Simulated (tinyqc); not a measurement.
# Heisenberg magnet: exchange from energy differences, ordering vector, linear spin waves and ordering temperature, step by step

A worked calculation. Computed by tinyqc, a small Python program that keeps every step. Command: `OMP_NUM_THREADS=1 python tinyqc.py 3008622 3008623 out.jsonl magnon walk`. One thread of a shared host (Intel(R) Xeon(R) Processor @ 2.30GHz), about 0.09 s of CPU time with the checks. Intermediate numbers are printed to about 7 digits and carried at full precision; extremes and crossings named in words are read from the listed rows.

H = -sum over pairs <ij> J_ij S_i.S_j - K sum_i (S_i^z)^2, each pair once, J > 0 ferromagnetic. First neighbours: 8 at a (0.5, 0.5, 0.5), second: 6 at a (1, 0, 0), with all permutations and signs.

Inputs (values chosen for the exercise, for a model magnet):
```
quantity                  value      unit
exchange J1              -0.493       meV
exchange J2              -0.065       meV
spin S                        2         -
single-ion anisotropy K  0.0044       meV
lattice constant a          5.3  angstrom
mesh divisions n             20         -
temperature T                20         K
```

Lattice: bcc. Order: Neel (nearest neighbours antiparallel).

wave vector q (2 pi/a): 0.14  0.19  0.2

Constants: h x 1 THz = 4.135667696 meV; k_B = 8.617333262e-05 eV/K.

## Energies of ordered states

J(q) = J1 g1(q) + J2 g2(q), g_s(q) = sum over shell s of cos(q.R). A classical spiral or collinear state of wave vector Q has the exchange energy -(S^2/2) J(Q) per site.

States, Q in 2 pi/a:
```
Q                             g1  g2  energy (meV/site)
G (0, 0, 0)         8.000000e+00   6              8.668
H (1, 0, 0)        -8.000000e+00   6             -7.108
N (0.5, 0.5, 0)                0  -2             -0.260
P (0.5, 0.5, 0.5)   4.930381e-32  -6             -0.780
```

The lowest of these is H (1, 0, 0), 6.328 meV per site below P (0.5, 0.5, 0.5).

## Back from energy differences to J1 and J2

Subtract the first row of the table from the second and third: dE = -(S^2/2)(dg1 J1 + dg2 J2), two equations for two unknowns, as in mapping total energies onto a spin model.

coefficients:
```
   J1  J2
1  32   0
2  16  16
```

energy differences (meV/site): -15.776  -8.928

J1, J2 (meV): -0.493  -0.065

## Magnon energy at q

g_s(q) = sum over shell s of cos(q.R), z1 = g1(0). A(q) = S [-J1 g1(0) + J2 (g2(0) - g2(q))] + (2S - 1) K, B(q) = S J1 g1(q), E(q) = sqrt(A^2 - B^2). The factor 2S - 1 removes the anisotropy for S = 1/2.

g1(q) = 4.843519

g2(q) = 2.629131

E(q) = 5.734873 meV

frequency = 1.386686 THz

## Long waves and the gap

sum R_x^2 over the shells is s1 = 2 a^2 and s2 = 2 a^2. Without K, E = c q with c = S sqrt(z1 |J1| (|J1| s1 + J2 s2)); the gap is E(0) = sqrt(k (k + 2 S z1 |J1|)), k = (2S - 1) K.

spin-wave velocity c = 19.47651 meV angstrom

gap = 0.4565276 meV

Exchange enhances the gap to 34.6 times (2S - 1) K, the geometric mean of anisotropy and exchange.

## Dispersion

The formulas are those given above.

Energies (meV); H = (1, 0, 0), N = (0.5, 0.5, 0) in 2 pi/a:
```
line  fraction of the way      E(q)  sqrt(gap^2 + c^2 q^2)
G-H                  0.10  2.316838                2.35365
G-H                  0.20  4.347226                4.64042
G-H                  0.30  5.972426                6.94189
G-H                  0.40  7.019692                9.24709
G-H                  0.50  7.381200               11.55379
G-N                  0.10  1.677770                1.69530
G-N                  0.25  3.835935                4.10714
G-N                  0.50  6.239149                8.17614
G-N                  0.75  6.917718               12.25358
G-N                  1.00  6.861200               16.33315
```

At the end of the G-H rows the long-wave form is 1.57 times the true energy. At the end of the G-N rows the long-wave form is 2.38 times the true energy. It holds to 5 % in 2 of the ten rows; nearer the zone boundary the cosine flattens the band.

## Loss of moment

Mesh: q = sum_i (m_i + 1/2)/n b_i, m_i = 0..n-1, b = [[0, 1, 1], [1, 0, 1], [1, 1, 0]] in 2 pi/a; <..> is the mean over the mesh. n = 1/(exp(E/(k_B T)) - 1); zero-point loss <A/(2E) - 1/2>, thermal loss <(A/E) n>; moment = S less the losses.

zero-point loss = 0.06635022

thermal loss = 0.05080319

moment <S^z> = 1.882847

Zero-point motion removes 3.3 % of S. The thermal loss is 2.54 % of S. Caution: doubling the mesh changes the thermal sum by more than 3 %, so it is not fully converged.

## Ordering temperature

K left out. Mean field: k_B T = S (S + 1) J(Q)/3 at the ordering vector Q; random-phase (Tyablikov): k_B T = [S (S + 1)/3] / <1/(J(Q) - J(q))>; Curie-Weiss theta = S (S + 1) J(0)/(3 k_B).

mean-field ordering temperature = 82.48491 K

random-phase ordering temperature = 59.16924 K

Curie-Weiss temperature = -100.5880 K

The random-phase value is 0.72 of mean field, since it weights the soft long waves (a harmonic mean of J(Q) - J(q) in place of the arithmetic one); on this mesh it lies slightly high. |theta|/T(mean field) = 1.22: above 1, as the antiferromagnetic J2 is frustrated.

Checks made by the program: the long-wave formula against the dispersion (relative difference 2e-06).
